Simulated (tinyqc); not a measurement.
Arrhenius plot from several rate windows.

Emission rate en = sn vth(T) Nc(T) exp(-Et/kB T) = sn g T^2 exp(-Et/kB T), g = vth Nc/(300 K)^2, as vth goes as T^0.5 and Nc as T^1.5 (degeneracy factor 1). Each window ew gives the temperature where en = ew.

Parameters, values chosen for the exercise; material values close to those of gallium arsenide:
- Nc = 4.34e17 cm^-3 (conduction-band density of states at 300 K)
- vth = 4.4e7 cm/s (thermal velocity at 300 K)
- Et = 0.57 eV (depth of the trap below the conduction edge)
- sn = 7.2e-15 cm^2 (capture cross-section)

Constants: q = 1.602176634e-19 C, kB = 1.380649e-23 J/K. Results are converted to the units shown.

Result of one run:
```
ew (1/s)  T peak (K)  q/kB T (1/eV)  ln(ew/T^2)  ln ew
47             303.2          38.28      -7.578  3.850
```

What becomes of these results when the rate window ew is changed from 47 to 15 1/s, all else the same?

Result of the changed run:
```
ew (1/s)  T peak (K)  q/kB T (1/eV)  ln(ew/T^2)  ln ew
15             289.3          40.12      -8.627  2.708
```

The whole series:
```
ew (1/s)  T peak (K)  q/kB T (1/eV)  ln(ew/T^2)   ln ew
1.7            265.9          43.64      -10.64  0.5306
5.1            277.2          41.86      -9.620   1.629
15             289.3          40.12      -8.627   2.708
47             303.2          38.28      -7.578   3.850
140            317.7          36.53      -6.581   4.942
430            334.1          34.73      -5.559   6.064
1300           351.9          32.98      -4.557   7.170
3900           371.5          31.24      -3.566   8.269
```

The peak rises from 266 to 371 K. ln(ew/T^2) against q/kB T is a straight line of slope -0.5700 eV, the trap depth. Its intercept gives sn = 7.20e-15 cm^2. Leaving out the T^2 gives 0.6239 eV, too high by about 2 kB T.

Numbers from tinyqc (`OMP_NUM_THREADS=1 python tinyqc.py 2050069 2050070 out.jsonl`; about 0.01 s on one thread of a shared Intel Xeon 2.30GHz).
